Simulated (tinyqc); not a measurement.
Local against global planarity over time: chemical-mechanical planarisation: Preston law, pattern density and step-height reduction. Computed by tinyqc, a small Python program. Command: `OMP_NUM_THREADS=1 python tinyqc.py 3012065 3012066 out.jsonl cmp walk`. One thread of a shared host (Intel(R) Xeon(R) Processor @ 2.30GHz), about 0.01 s of CPU time with the checks.

A row of 8 cells, repeated periodically, holds raised features that cover a share rho of each cell.

Inputs (values chosen for the exercise, close to those used for oxide polishing):
```
quantity                          value  unit
Preston coefficient K           1.1e-13  1/Pa
pressure P                           39   kPa
platen and carrier speed            110   rpm
distance between the centres         16    cm
initial step height h0              340    nm
contact height h_c                   32    nm
film above the raised areas z0      720    nm
cell size                           1.6    mm
planarisation length                4.5    mm
```

local pattern densities, cell by cell: 0.4  0.2  0.3  0.8  0.1  0.4  0.7  0.25

Method:
- With equal rotation speeds the relative speed is uniform, v = omega r_c; Preston rate R0 = K P v.
- The stiff pad averages the density: rho_eff(i) = sum_j w_ij rho_j / sum_j w_ij, w = exp(-2 d^2/L^2), L the planarisation length and d the distance between cell centres, summed over all periodic images of cell j.
- While h > h_c only raised areas polish, at R0/rho_eff, until t_c = rho_eff (h0 - h_c)/R0. After that h = h_c exp(-(t - t_c)/tau), tau = rho_eff h_c/R0; low areas polish at R0 (1 - h/h_c) and raised areas at R0 [1 + (1 - rho_eff) h/(rho_eff h_c)]. Removed from raised areas after t_c: h0 - h_c + R0 (t - t_c) + (1 - rho_eff)(h_c - h); from low areas: R0 (t - t_c) - rho_eff (h_c - h). Film left = z0 less the removal from raised areas.
- Times are multiples of h0/R0; the range is the largest minus the smallest removal from raised areas.

effective densities: 0.352417  0.347034  0.383259  0.412115  0.413282  0.420853  0.426034  0.395007

blanket rate R0 = 7.90676 nm/s

Steps and range (nm):
```
multiple   t (s)  largest step  smallest step  range across the row  mean removal from raised areas
0.10       4.300        260.19         242.03                18.167                           86.83
0.20       8.600        180.39         144.05                36.334                          173.65
0.30      12.900        100.58          46.08                54.501                          260.48
0.45      19.351          6.48           0.50                30.248                          357.15
0.60      25.801          0.15           0.01                26.945                          410.08
0.80      34.401          0.00           0.00                26.860                          478.12
1.00      43.001          0.00           0.00                26.860                          546.12
1.30      55.902          0.00           0.00                26.860                          648.12
1.70      73.102          0.00           0.00                26.860                          784.12
```

Local steps shrink to 0.01 nm or less, but the range across the row reaches up to 54.5 nm among these rows and ends at 26.9 nm, against the limit (largest - smallest rho_eff) h0 = 26.9 nm: once flat, all cells polish alike and the difference stays. Evener density (dummy fill), a longer planarisation length or a smaller initial step reduces it. Caution: in the last rows the removal passes z0 somewhere, so they describe a thicker film than the one given.

Extremes, crossings and ranges named in words are read from the listed rows.
